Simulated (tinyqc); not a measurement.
Keating valence-force model of a tetrahedral crystal: one step, computed by the program tinyqc.

Atom A sits at 0 and atom B at a/4 (1,1,1) of an fcc lattice; the four bonds from A are t = a/4 (1,1,1), a/4 (1,-1,-1), a/4 (-1,1,-1), a/4 (-1,-1,1), of length d = sqrt(3) a/4. Energy: E = (3 alpha/(8 d^2)) sum over bonds (r.r - d^2)^2 + (3 beta/(8 d^2)) sum over pairs of bonds at one atom (r_i.r_j + d^2/3)^2, with beta_A for the six pairs at A and beta_B for the six at B. The cell holds two atoms, Omega = a^3/4. 1 N/m = 1 J/m^2. With constants fitted to the elastic moduli this model puts optical and zone-boundary frequencies of real crystals too high, by up to about 20 % in elemental crystals and up to about 50 % in compounds, and mostly by more for TA modes; in compounds the lattice part of the static dielectric constant then comes out too low.

Task: LO-TO splitting. The long-range field adds 4 pi Z*^2 (e^2/(4 pi eps_0))/(eps_inf Omega mu) to lambda for the longitudinal mode at q -> 0; lambda = (nu/15.6333042 THz)^2; eps_0 = eps_inf (nu_LO/nu_TO)^2 (Lyddane-Sachs-Teller; here eps_0 is the static dielectric constant).

Inputs (values chosen for the exercise, modelled on cubic gallium nitride): lattice constant a = 4.52 angstrom; Born charge Z* = 2.59 e; eps_inf = 5.41.

Structure: zinc blende.

nu_TO at G = 22.36331 THz

reduced mass mu = 11.66372 u

Constants: nu for 1 eV/(angstrom^2 u) = 15.6333042 THz; e^2/(4 pi eps_0) = 14.39964548 eV angstrom.

Give: nu_LO at G; static dielectric constant.

Result:

nu_LO at G = 26.53 THz

static dielectric constant = 7.613

The splitting is 18.6 % of nu_TO, and the lattice adds 2.20 to the dielectric constant.
